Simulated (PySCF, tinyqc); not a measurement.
A ladder of methods, and size consistency: correlation methods against full CI in the sto-3g basis, for H4, spin multiplicity 1. Computed by the program tinyqc with PySCF. 

Geometry (angstrom):

| atom | x | y | z |
|---|---|---|---|
| H | 0.0000 | 0.0000 | 0.0000 |
| H | 0.0000 | 0.0000 | 1.1240 |
| H | 0.0000 | 0.0000 | 2.5190 |
| H | 0.0000 | 0.0000 | 3.6430 |

RHF energy of one = -2.052337 hartree

All electrons correlated; +Q is the Davidson correction (1 - c0^2) E_corr. The last columns treat two copies 100 angstrom apart as one system. FCI is the lowest singlet.

Correlation energies (hartree):

| method | E_corr of one | share of FCI (%) | E_corr of two at 100 angstrom | two minus twice one (mhartree) |
|---|---|---|---|---|
| MP2 | -0.04985 | 57.800 | -0.09970 | 0.000 |
| CISD | -0.08295 | 96.171 | -0.15442 | 11.478 |
| CISD+Q | -0.08956 | 103.842 | -0.17442 | 4.703 |
| CCSD | -0.08604 | 99.757 | -0.17208 | 0.000 |
| CCSD(T) | -0.08620 | 99.946 | -0.17240 | 0.000 |
| FCI | -0.08625 | 100.000 | - | - |

MP2 recovers 58 %, CISD 96.2 % and CCSD 99.8 % of the FCI value (c0^2 = 0.920 in CISD). MP2 and coupled cluster are size consistent, so their last column vanishes; CISD loses 11.48 mhartree, since a double excitation on each copy is a quadruple of the pair, and the Davidson correction leaves +4.70. The restricted reference is unstable here: a spin-polarised solution lies 0.0004 hartree lower (PySCF), so results built on it describe a poor reference.
